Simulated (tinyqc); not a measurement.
Epitaxial growth on a vicinal surface: Burton-Cabrera-Frank step flow, step-edge barrier and island nucleation: one step, computed by the program tinyqc. Command: `OMP_NUM_THREADS=1 python tinyqc.py 3014169 3014170 out.jsonl stepflow walk`. One thread of a shared host (Intel(R) Xeon(R) Processor @ 2.30GHz), about 0.01 s of CPU time with the checks.

Adatoms land at rate F, hop on a square grid (a simplification for hexagonal faces), desorb, or join steps. Lengths are in units of a and n is the adatom coverage. Steps ascend at x = 0 and descend at x = l.

Question. Terrace solution. D n'' - n/tau + F = 0 with n(0) = n_eq and -l_s n'(l) = n(l) - n_eq. With u = n - F tau, A = n_eq - F tau, y = l/x_s, s = l_s/x_s: u = A cosh(x/x_s) + B sinh(x/x_s), B = A (1 - cosh y - s sinh y)/(sinh y + s cosh y). Flux into the ascending step J+ = D B/x_s, over the descending one J- = -(D/x_s)(A sinh y + B cosh y); step velocity J+ + J-; growth rate (J+ + J-)/l. For small y: J+ + J- = (F - n_eq/tau) l, J-/J+ = l/(l + 2 l_s). The coverage peaks where n' = 0, tanh(x/x_s) = -B/A.

Inputs (values chosen for the exercise, close to those used for GaAs(001)): deposition rate F = 0.036 layers/s; temperature T = 560 C; critical nucleus size i = 1.

D = 119048.9 a^2/s

lifetime tau = 1071.572 s

diffusion length x_s = 11294.66 a

equilibrium coverage n_eq = 8.648343e-06

terrace width l = 40.53265 a

Schwoebel length l_s = 20.41875 a

Give: J+; J-; growth rate; peak coverage; position of the peak.

Answer.

J+ = 0.9740 atoms per step site and s

J- = 0.4852 atoms per step site and s

growth rate = 0.03600 layers/s

peak coverage = 1.193e-04

position of the peak = 27.06 a

Caution: twice the distance from the ascending step to the coverage peak exceeds the expected island spacing [0.25 (F/D)^(i/(i+2)) exp(E_i/((i+2) k_B T))]^(-1/2) by 40 % or more, so islands nucleate and the step-flow values are formal.
